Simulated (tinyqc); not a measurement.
Band bending at a free surface with one surface level, surface photovoltage and Kelvin probe: one step of the calculation.

n-type bulk, xi = Ec - EF = Vt ln(Nc/Nd), p0 = ni^2/Nd, ni = sqrt(Nc Nv) exp(-Eg/(2 Vt)), Eg in volts. b is the upward band bending, u = b/Vt. Space charge per area, in units of q: Qc = sign(b) sqrt((2 eps0 eps_r Vt/q) [(Nd + dn)(exp(-u) - 1) + Nd u + (p0 + dn)(exp(u) - 1)]), with dn the excess density under light (flat quasi-Fermi levels; 0 in the dark). The level holds -Ns f, f = 1/(1 + exp((xi + b - Es)/Vt)). Neutrality: Qc + Qf + (charge of the states) = 0.

Question. Bulk quantities. xi, ni, p0, the Debye length sqrt(eps0 eps_r Vt/(q Nd)) and the flat-band work function chi + xi.

Parameters, values chosen for the exercise; band and dielectric values close to those of silicon: temperature T = 350 K; band gap Eg = 1.12 eV; relative permittivity eps_r = 11.8; conduction-band density of states at T Nc = 3.49e19 cm^-3; valence-band density of states at T Nv = 3.29e19 cm^-3; electron affinity chi = 4.1 eV; donor density Nd = 3e17 cm^-3.

Constants: q = 1.602176634e-19 C, kB = 1.380649e-23 J/K, Vt = kB T/q, eps0 = 8.8541878128e-14 F/cm where lengths are in cm. Results are converted to the units shown.

Wanted: xi; ni; p0; Debye length; chi + xi.

Answer.

xi = 0.14346 eV
ni = 2.9266e11 cm^-3
p0 = 2.8550e5 cm^-3
Debye length = 8.0969 nm
chi + xi = 4.2435 eV

tinyqc, about 0.01 s, one thread, Intel Xeon 2.30GHz (shared host): `OMP_NUM_THREADS=1 python tinyqc.py 2430051 2430052 out.jsonl`
